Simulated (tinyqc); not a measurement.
Energy and delay of logic against supply voltage: two steps of the calculation.

One expression serves below and above threshold: I(Vg) = Ik [ln(1 + exp((Vg - VT + dd V)/(al nf Vt)))]^al, with I_on = I(V) and I_off = I(0). Gate delay td = kd C V/I_on, clock period LD td. Per gate and cycle the switching energy is act C V^2 and the leakage energy I_off V LD td. No short-circuit current, no variation. Minima are sought above 0.09 V; below a few Vt gates no longer switch and the model has no meaning.

Parameters, values chosen for the exercise; values of the order met in logic technologies:
- T = 300 K (temperature)
- VT = 0.35 V (threshold voltage at zero drain bias)
- nf = 1.31 (slope factor)
- dd = 0.11 (barrier lowering per volt of supply)
- Ik = 0.76 uA (specific current of a gate)
- al = 1.63 (exponent of the current law)
- C = 1.4 fF (load capacitance of a gate)
- kd = 0.8 (delay factor)
- LD = 16 (logic depth)
- act = 0.01 (activity factor)
- V = 0.75 V (supply voltage)

Constants: q = 1.602176634e-19 C, kB = 1.380649e-23 J/K, Vt = kB T/q. Results are converted to the units shown.

Problem 1. Currents, delay and energies. I_on, I_off, td, clock frequency 1/(LD td), both energies and their sum.

Find: I_on; I_off; td; clock frequency; switching energy; leakage energy; energy.

Solution 1.

I_on = 26.034 uA
I_off = 0.28032 nA
td = 32.265 ps
clock frequency = 1.9371 GHz
switching energy = 7.8750 aJ
leakage energy = 0.10854 aJ
energy = 7.9835 aJ

I_on/I_off = 92900; leakage makes up 1.36 % of the energy.

Problem 2. New V. Minimum-energy supply: E(V) is the energy per gate and cycle; with h = 0.001 V, E' = (E(V + h) - E(V - h))/(2 h), E'' = (E(V - h) - 2 E(V) + E(V + h))/h^2, V(new) = V - E'/E''.

V at the start = 0.35 V

Give: E'; E''; V after iteration 1.

Solution 2.

E' = 7.7346 aJ/V
E'' = 68.140 aJ/V^2
V after iteration 1 = 0.23649 V

Program tinyqc, `OMP_NUM_THREADS=1 python tinyqc.py 2082175 2082176 out.jsonl`; Intel Xeon 2.30GHz, shared host, one thread, about 0.01 s.
